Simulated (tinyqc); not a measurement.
## Metal gate on a two-layer dielectric stack with fixed charge and a dipole: threshold against doping

Gate, layer 2, layer 1, p-type semiconductor; x runs from the gate inwards. Charges are counted in units of +q. psi is the band bending at the surface, positive towards inversion. Classical charge, Boltzmann statistics, no interface traps.

EOT = 3.9 (t1/e1 + t2/e2), Cox = eps0/(t1/e1 + t2/e2); phi_ms = pM - (chi + Eg - Vt ln(Nv/Na)). Vfb = phi_ms + Vd - (q/eps0) [Q1 (t1/e1 + t2/e2) + Q2 t2/e2 + r1 (t1^2/(2 e1) + t1 t2/e2) + r2 t2^2/(2 e2)]: each charge counts with its electrical distance from the gate. ni = sqrt(Nc Nv) exp(-Eg/(2 Vt)), Eg in volts, pB = Vt ln(Na/ni), Vth = Vfb + 2 pB + sqrt(4 q eps0 eps_r Na pB)/Cox.

Parameters, values chosen for the exercise; band and dielectric values close to those of germanium, layer 1 close to silicon dioxide, layer 2 close to aluminium oxide:
- T = 300 K (temperature)
- Eg = 0.672 eV (band gap)
- eps_r = 15.9 (relative permittivity)
- Nc = 1.02e19 cm^-3 (conduction-band density of states at T)
- Nv = 6.1e18 cm^-3 (valence-band density of states at T)
- chi = 3.98 eV (electron affinity)
- pM = 4.36 eV (work function of the gate metal)
- t1 = 0.4 nm (thickness of layer 1, next to the semiconductor)
- e1 = 3.83 (relative permittivity of layer 1)
- t2 = 2.7 nm (thickness of layer 2, next to the gate)
- e2 = 8.81 (relative permittivity of layer 2)
- Q1 = 1.8e11 cm^-2 (fixed charge at the semiconductor interface)
- Q2 = -2e12 cm^-2 (fixed charge between the layers)
- r1 = 2.6e18 cm^-3 (uniform charge density in layer 1)
- r2 = 7.2e17 cm^-3 (uniform charge density in layer 2)
- Vd = -0.42 V (flat-band shift by a dipole layer between the layers)

Constants: q = 1.602176634e-19 C, kB = 1.380649e-23 J/K, Vt = kB T/q, eps0 = 8.8541878128e-14 F/cm where lengths are in cm. Results are converted to the units shown.

Threshold against doping:
```
Na (cm^-3)	phi_ms (V)	2 pB (V)	Qd/Cox (V)	Vth (V)
4.5e16	-0.1651	0.4049	0.04207	-0.05275
6.5e16	-0.1746	0.4239	0.05174	-0.03357
9.6e16	-0.1847	0.4441	0.06436	-0.01088
1.4e17	-0.1944	0.4636	0.07941	0.01393
2.1e17	-0.2049	0.4845	0.09943	0.04443
3e17	-0.2141	0.5030	0.1211	0.07530
4.4e17	-0.2240	0.5228	0.1495	0.1136
```

Vth rises from -0.0527 to 0.114 V. Of the change, phi_ms + 2 pB gives 58.9 mV (Vt ln 10 a decade) and the depletion charge 107 mV, growing as Na^(0.56).

Numbers from tinyqc (`OMP_NUM_THREADS=1 python tinyqc.py 2010098 2010099 out.jsonl`; about 0.01 s on one thread of a shared Intel Xeon 2.30GHz).
